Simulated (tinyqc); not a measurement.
# Area and perimeter leakage from two diodes

Problem. A square diode and a finger diode leak I = JA area + JP perimeter. Find JA, JP and the side of the square at which both parts are equal.

areas (um^2): 40000  92000
perimeters (um): 800  18860
leakage currents (pA): 1.644  34.417200

Solution. Two linear equations give JA and JP; for a square of side a, JA a^2 = 4 JP a at a = 4 JP/JA.

JA = 5.10e-10 A/cm^2
JP = 1.80e-11 A/cm
side for equal parts = 1.41e3 um

Numbers from tinyqc (`OMP_NUM_THREADS=1 python tinyqc.py 2290123 2290124 out.jsonl`; about 0.01 s on one thread of a shared Intel Xeon 2.30GHz).
